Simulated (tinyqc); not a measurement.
CIS on RHF in the sto-3g basis, for H3+, spin multiplicity 1, step by step. One step of it, computed by the program tinyqc.

Task: CIS matrix, triplets. A(ia,jb) = (e_a - e_i) d_ij d_ab - (ij|ab).

orbital energies (hartree): MO1 -1.198062, MO2 -0.033566, MO3 -0.032718

Two-electron integrals over orbitals (pq|rs), unique and non-zero (hartree):
```
(11|11) 0.607570    (21|11) -0.000065   (21|21) 0.143778    (22|11) 0.589457
(22|21) 0.055487    (22|22) 0.669203    (31|11) 0.000086    (31|21) 1.61e-08
(31|22) -0.072599   (31|31) 0.143779    (32|11) 2.75e-08    (32|21) -0.072675
(32|22) -0.000053   (32|31) -0.055466   (32|32) 0.072903    (33|11) 0.589577
(33|21) -0.055525   (33|22) 0.523484    (33|31) 0.072648    (33|32) 0.000053
(33|33) 0.669263
```

Give: CIS matrix A, triplet.

Result:

CIS matrix A, triplet (hartree):
```
        1>2     1>3
1>2  0.5750  0.0000
1>3  0.0000  0.5758
```
